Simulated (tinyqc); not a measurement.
Electron continuity equation in a given potential, Scharfetter-Gummel discretisation: two steps of the calculation.

Steady state in one dimension: J = q mu n E + q D dn/dx with E = -dpsi/dx and D = mu Vt, dJ/dx = q (n/tau - G), fixed densities nL and nR at the ends. The potential is given, psi = U (x/L)^2, and is not changed by the electrons.

Parameters, values chosen for the exercise; mobility close to that of gallium nitride at room temperature:

| symbol | value | unit | meaning |
|---|---|---|---|
| T | 350 | K | temperature |
| mu | 1010 | cm^2/(V s) | electron mobility |
| L | 0.14 | um | length of the region |
| nL | 2.5e13 | cm^-3 | density at x = 0 |
| nR | 2.3e12 | cm^-3 | density at x = L |
| tau | 9e-13 | s | lifetime |
| G | 0 | cm^-3 s^-1 | uniform generation rate |

Constants: q = 1.602176634e-19 C, kB = 1.380649e-23 J/K, Vt = kB T/q. Results are converted to the units shown.

Problem 1. Bernoulli factors. d_i = (psi_(i+1) - psi_i)/Vt; B(d) = d/(exp(d) - 1), B(0) = 1. The flux on interval i is J_i = (q D/h) [n_(i+1) B(d_i) - n_i B(-d_i)].

psi, node 0 to 8 (V): 0.00000000  0.00703125  0.02812500  0.06328125  0.11250000  0.17578125  0.25312500  0.34453125  0.45000000

Find: d_i; B(d_i); B(-d_i).

Solution 1.

```
interval	d_i	B(d_i)	B(-d_i)
0	0.233	0.8880	1.121
1	0.699	0.6907	1.390
2	1.166	0.5279	1.694
3	1.632	0.3967	2.029
4	2.098	0.2934	2.392
5	2.564	0.2138	2.778
6	3.031	0.1538	3.184
7	3.497	0.1092	3.606
```

The largest |d_i| is 3.50, above 2, where central differences lose the sign pattern that keeps densities positive.

Problem 2. Tridiagonal system for the inner nodes. Row i (1 to 7): B(-d_(i-1)) n_(i-1) + b_i n_i + B(d_i) n_(i+1) = f_i with b_i = -B(-d_i) - B(d_(i-1)) - h^2/(D tau) and f_i = -G h^2/D; the known end values are moved to the right: f_1 loses B(-d_0) nL and f_7 loses B(d_7) nR. h = L/8, D = mu Vt.

```
interval	B(d_i)	B(-d_i)
0	0.88796166	1.1210881
1	0.69074278	1.3901222
2	0.52792495	1.6935574
3	0.39671394	2.0285993
4	0.29340565	2.3915440
5	0.21382851	2.7782198
6	0.15375730	3.1844015
7	0.10923414	3.6061313
```

Give: diagonal b; right side f.

Solution 2.

```
node	diagonal b	right side f (cm^-3)
1	-2.3898	-2.8027e13
2	-2.4960	0
3	-2.6682	0
4	-2.9000	0
5	-3.1833	0
6	-3.5099	0
7	-3.8716	-2.5124e11
```

Range of the model: The drift velocity mu E exceeds 1e7 cm/s somewhere, where real mobilities no longer stay constant.

Computed by the program tinyqc: `OMP_NUM_THREADS=1 python tinyqc.py 2220114 2220115 out.jsonl`, one thread of a shared Intel Xeon 2.30GHz, about 0.01 s for the whole run.
